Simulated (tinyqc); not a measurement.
Balance functions: hot carriers by balance equations with a heated Maxwellian. Computed by tinyqc, a small Python program. Command: `OMP_NUM_THREADS=1 python tinyqc.py 3028902 3028903 out.jsonl hot walk`. One thread of a shared host (Intel(R) Xeon(R) Processor @ 2.30GHz), about 0.02 s of CPU time with the checks.

The carriers follow a Maxwellian at an electron temperature T_e, slightly displaced; the drift energy is neglected against k_B T_e. The balance averages the rate, not the time, so mu_0 lies below the relaxation-time value.

Inputs (values chosen for the exercise, for a model non-polar semiconductor): effective mass m = 0.19 m_0; density rho = 3540 kg/m^3; sound velocity v_l = 10900 m/s; acoustic deformation potential D_A = 12 eV; phonon energy hbar w = 62.6 meV; optical or intervalley deformation potential D_o = 3.4 1e8 eV/cm; final valleys Z_f = 1; lattice temperature T = 400 K.

Band: parabolic. Solver: damped fixed point.

Constants: k_B = 8.617333262e-05 eV/K; k_B = 1.380649e-23 J/K; e = 1.602176634e-19 C; hbar = 1.054571817e-34 J s; m_0 = 9.1093837015e-31 kg; hbar = 6.582119569e-16 eV s.

Method:
- Parabolic band: E = hbar^2 k^2/(2 m), speed v = hbar k/m, states per spin, volume and energy g(E) = m k/(2 pi^2 hbar^2). Masses are multiplied by m_0 and all formulas are in SI units.
- Phonon occupation N_q = 1/(exp(hbar w/(k_B T)) - 1).
- Acoustic deformation potential (elastic, equipartition, absorption and emission together): 1/tau = 2 pi k_B T D_A^2 g(E)/(hbar rho v_l^2).
- Optical or intervalley deformation potential: 1/tau = (pi Z_f D_o^2/(rho w)) [N_q g(E + hbar w) + (N_q + 1) g(E - hbar w)], with g = 0 below the band edge.
- Averages over the Maxwellian, <y> = int y x^(1/2) exp(-x) dx / int x^(1/2) exp(-x) dx with x = E/(k_B T_e), split at x_0 = hbar w/(k_B T_e): 64 Gauss-Legendre points in sqrt(x) below it and 128 in sqrt(x - x_0) above it, up to x = 32. Momentum balance: mu(T_e) = e/(m nu), nu = <x (sum of rates)>/<x>. Power lost per carrier: P(T_e) = hbar w <emission rate - absorption rate> + <(2 m v_l^2/(k_B T)) (E - 2 k_B T) acoustic rate>.
- The field that sustains T_e follows from e mu F^2 = P.

Against the electron temperature:
```
T_e (K)  mu (cm^2/(V s))  P optical (1e9 eV/s)  P acoustic (1e9 eV/s)  F (kV/cm)  drift velocity (1e7 cm/s)
440               5735.5                 0.362             5.7433e-02     0.2704                    0.15508
520               5239.2                 1.091             1.8731e-01     0.4939                    0.25877
640               4686.6                 2.155             4.1560e-01     0.7406                    0.34709
800               4163.4                 3.475             7.7443e-01     1.0103                    0.42064
1200              3368.9                 6.281             1.8970e+00     1.5581                    0.52489
2000              2591.8                10.488             4.8979e+00     2.4364                    0.63148
3200              2041.8                15.067             1.0842e+01     3.5622                    0.72734
4800              1664.1                19.700             2.0867e+01     4.9374                    0.82162
```

Optical phonons take 86 % of the power in the first row and 49 % in the last. The velocity grows as F^0.85 at first and as F^0.37 at the end; acoustic scattering alone would end at F^(1/2). Rows above 1400 K (k_B T_e > 0.12 eV) stretch the parabolic band.
